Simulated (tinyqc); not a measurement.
Planar ballistic transistor, top-of-the-barrier model: two steps of the calculation.

At the top of the source barrier, states moving towards the drain are filled by the source (Fermi level 0) and states moving back by the drain (Fermi level -q Vd); nothing scatters. U is the shift of the band edge there, set by the capacitances CG, CD and CS (the total) and by the charge. Parabolic two-dimensional band; the source is grounded.

Values chosen for this exercise; mass and valleys close to those of silicon (two valleys): temperature T = 350 K; effective mass m = 0.182 m0; valley degeneracy gv = 2; relative permittivity of the gate insulator eox = 9; insulator thickness tox = 3.3 nm; gate control CG/CS aG = 0.77; band edge at the barrier top above the source Fermi level at zero bias E0 = 0.24 eV; drain voltage Vd = 0.7 V.

Constants: q = 1.602176634e-19 C, kB = 1.380649e-23 J/K, hbar = 1.054571817e-34 J s, m0 = 9.1093837015e-31 kg, Vt = kB T/q, eps0 = 8.8541878128e-14 F/cm where lengths are in cm. Results are converted to the units shown.

Task 1. Self-consistent potential at the barrier top. eta1 = -(E0 + U)/Vt, eta2 = eta1 - Vd/Vt, n = (N0/2)[F_0(eta1) + F_0(eta2)], F_0(x) = ln(1 + exp x). U(out) = UL + q (n - n0)/CS. Newton step: U(new) = U + (U(out) - U)/(1 + CQ/CS), CQ = (q/Vt) dn/d(eta1) with both F' summed; F_0'(x) = 1/(1 + exp(-x)).

U at the start (U = UL) = -0.5782 eV
N0 = 4.5860577e12 cm^-2
CS = 3.1360760 uF/cm^2
n0 = 1.6051499e9 cm^-2
UL = -0.5782 eV

Give: eta1; eta2; n; U(out); CQ; U after iteration 1.

Result 1.

eta1 = 11.21
eta2 = -12.00
n = 2.571e13 cm^-2
U(out) = 0.7353 eV
CQ = 12.18 uF/cm^2
U after iteration 1 = -0.3093 eV

Task 2. Current, mean velocity and share of the gate voltage. N0 = gv m kB T/(pi hbar^2), CG = eps0 eox/tox, vT = sqrt(2 kB T/(pi m)), CS = CG/aG, n0 = n at U = 0 and Vd = 0. I = q (N0/2) vT [F_(1/2)(eta1) - F_(1/2)(eta2)] per width, F_(1/2)(x) = (2/sqrt(pi)) int_0^infinity u^(1/2)/(1 + exp(u - x)) du. Mean velocity I/(q n). CQ = (q/Vt) dn/d(eta1); the band edge follows the gate as -dU/dVg = aG/(1 + CQ/CS).

converged U = -0.30677435 eV

Find: eta1; n; I; mean velocity; CQ; -dU/dVg.

Result 2.

eta1 = 2.2140
n = 5.3144e12 cm^-2
I = 1574.6 uA/um
mean velocity = 1.8493e7 cm/s
CQ = 10.981 uF/cm^2
-dU/dVg = 0.17105 eV/V

The carriers from the source are degenerate (eta1 = 2.21), and the mean velocity is 1.36 times vT = sqrt(2 kB T/(pi m)) = 1.36e7 cm/s.

tinyqc, about 0.01 s, one thread, Intel Xeon 2.30GHz (shared host): `OMP_NUM_THREADS=1 python tinyqc.py 2400040 2400041 out.jsonl`
